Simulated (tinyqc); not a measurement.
UHF in the sto-3g basis, for H2+, spin multiplicity 2, step by step. One step of it, computed by the program tinyqc.

Problem. Iteration 4 (converged): orbitals. Diagonalise F' = X^T F X, C = X C', fill 1 alpha and 0 beta electrons from the bottom; D(s) = C_occ C_occ^T. Each column has its largest component positive (the first on a tie).

converged F(alpha) (hartree):
```
,1H 1s,2H 1s
1H 1s,-0.824444,-0.706399
2H 1s,-0.706399,-0.824444
```

converged F(beta) (hartree):
```
,1H 1s,2H 1s
1H 1s,-0.329022,-0.324865
2H 1s,-0.324865,-0.329022
```

X:
```
,1,2
1H 1s,0.944562,0.589340
2H 1s,-0.944562,0.589340
```

Give: F' = X^T F X; orbital energies; coefficients C; F' = X^T F X; orbital energies; coefficients C; D(alpha) after iteration 4; D(beta) after iteration 4.

Solution.

F' = X^T F X (alpha) (hartree):
```
,1,2
1,-0.211,0.000
2,0.000,-1.063
```

orbital energies (alpha) (hartree): MO1 -1.063, MO2 -0.211

coefficients C (alpha):
```
,MO1,MO2
1H 1s,0.589,0.945
2H 1s,0.589,-0.945
```

F' = X^T F X (beta) (hartree):
```
,1,2
1,-0.007,0.000
2,0.000,-0.454
```

orbital energies (beta) (hartree): MO1 -0.454, MO2 -0.007

coefficients C (beta):
```
,MO1,MO2
1H 1s,0.589,0.945
2H 1s,0.589,-0.945
```

D(alpha) after iteration 4:
```
,1H 1s,2H 1s
1H 1s,0.347,0.347
2H 1s,0.347,0.347
```

D(beta) after iteration 4:
```
,1H 1s,2H 1s
1H 1s,0.000,0.000
2H 1s,0.000,0.000
```
